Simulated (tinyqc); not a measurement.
Raman shift of the zone-centre optical phonon of a diamond-structure crystal under stress: one step, computed by the program tinyqc. Command: `OMP_NUM_THREADS=1 python tinyqc.py 3014605 3014606 out.jsonl ramanstress walk`. One thread of a shared host (Intel(R) Xeon(R) Processor @ 2.30GHz), about 0.01 s of CPU time with the checks.

Axes x, y, z are the cube axes. Strain shifts the threefold optical mode and can split it; p, q and r are the phonon deformation potentials.

Question. The line seen from a (001) surface. Backscattering from a (001) surface: incident polarisation (cos phi, sin phi, 0). With Raman tensors (R_z)_xy = (R_z)_yx = 1 and cyclic, only the z component u_z of a mode counts: I = u_z^2 sin^2(2 phi) for parallel and u_z^2 cos^2(2 phi) for crossed polarisers. An unresolved line sits at the intensity-weighted shift, which is M_zz/(2 omega_0).

Inputs (values chosen for the exercise, modelled on silicon): stress sigma (tension positive) = 0.65 GPa; polarisation angle phi = 45 degree.

Stress state: biaxial. Axis: [110].

M/(2 omega_0) (1/cm):
```
           x          y          z
x  -2.685051   0.763928   0.000000
y   0.763928  -2.685051   0.000000
z   0.000000   0.000000  -2.324509
```

Give: total intensity, parallel; total intensity, crossed; shift of the observed line; shift per stress; stress per shift.

Answer.

total intensity, parallel = 1

total intensity, crossed = 0

shift of the observed line = -2.3245 1/cm

shift per stress = -3.5762 1/(cm GPa)

stress per shift = -279.63 MPa cm

The z-polarised mode is an eigenmode here, so one line is seen. Caution: this stress has components normal to the (001) face, so it cannot reach a free (001) surface; it can act on buried material.
